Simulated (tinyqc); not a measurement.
Defect-molecule model of a vacancy with Jahn-Teller distortion, step by step. Values are carried at full precision from step to step, so a last printed digit may differ when a step is redone from the rounded ones.

Four dangling hybrids a, b, c, d point into the vacancy: H_ii = E0, and -gm between any two. A tetragonal distortion Q pairs a with b and c with d: those two couplings become -gm - I Q and the other four -gm + I Q/2, at an elastic cost k Q^2/2. The a1 level holds two electrons; charge states 2+, + and 0 put n = 0, 1, 2 more into the lowest level of t2 origin. Energy from the 2+ state at Q = 0, with the Fermi level mu counted from Ev: W_n(Q) = n (et - 2 I Q) + k Q^2/2 + Uc n (n - 1)/2 - n mu. et = E0 + gm is the undistorted t2 level.

Values chosen for the exercise (of the size used for the vacancy in silicon; the results hold for these values, not for the real material):
- E0 = 0.06 eV (level of a dangling hybrid, from Ev)
- gm = 0.28 eV (coupling between two dangling hybrids)
- I = 1.06 eV/angstrom (Jahn-Teller coupling)
- k = 18.1 eV/angstrom^2 (force constant of the mode)
- Uc = 0.12 eV (repulsion of two electrons in one orbital)
- Q = 0.19 angstrom (a trial distortion)

## The molecule at a trial distortion

Fill in H at Q.

H (eV), lower triangle:
```
         a        b        c       d
a   0.0600
b  -0.4814   0.0600
c  -0.1793  -0.1793   0.0600
d  -0.1793  -0.1793  -0.4814  0.0600
```

## One-electron levels

Diagonalise. By symmetry: a + b + c + d at E0 - 3 gm, a + b - c - d at E0 + gm - 2 I Q, and the pair a - b, c - d at E0 + gm + I Q.

levels (eV): -0.7800  -0.0628  0.5414  0.5414

The t2 triplet has split by 3 I Q = 0.6042 eV, and its centre has stayed.

## Relaxed charge states

Minimise W_n over Q: Q_n = 2 n I/k, gain n^2 E_JT with E_JT = 2 I^2/k. W_n at mu = 0 is n et - n^2 E_JT + Uc n (n - 1)/2.

E_JT = 0.1242 eV

States:

| n | charge | Q_n (angstrom) | gain (eV) | W_n (eV) |
|---|---|---|---|---|
| 0 | 2+ | 0.0000 | 0.0000 | 0.0000 |
| 1 | + | 0.1171 | 0.1242 | 0.2158 |
| 2 | 0 | 0.2343 | 0.4966 | 0.3034 |

## Transition levels and the effective U

From the energies W_n of the relaxed states with n = 0, 1, 2 electrons: E(2+/+) = W1 - W0, E(+/0) = W2 - W1, U_eff = E(+/0) - E(2+/+), E(2+/0) = (W2 - W0)/2.

levels above Ev (eV): (2+/+) 0.2158, (+/0) 0.0875, (2+/0) 0.1517

U_eff = -0.1283 eV

U_eff < 0: the second electron is bound more strongly than the first, the + state is never the lowest, and the charge changes by two at 0.1517 eV.

## Vertical against thermal levels

At fixed Q the level for adding the first electron is et - 2 I Q. Capture into 2+ at Q0 = 0 costs et; removal from + at Q1 = 2 I/k takes place at et - 2 E_JT, E_JT = 2 I^2/k; the thermal level lies between, and the Franck-Condon shift is E_JT on each side. et = E0 + gm.

levels (eV): vertical at Q0 0.3400, thermal 0.2158, vertical at Q1 0.0917

Stokes shift = 0.2483 eV

## Checks

- W2 from the formula against a numerical minimum over Q with the level from H(Q): both 0.30338.

Computed by tinyqc, a small Python program: `OMP_NUM_THREADS=1 python tinyqc.py 1451217 1451218 out.jsonl` (the numbers bound the seed that draws the inputs); one thread of a shared host (Intel(R) Xeon(R) Processor @ 2.30GHz), about 0.01 s for the whole set of steps.
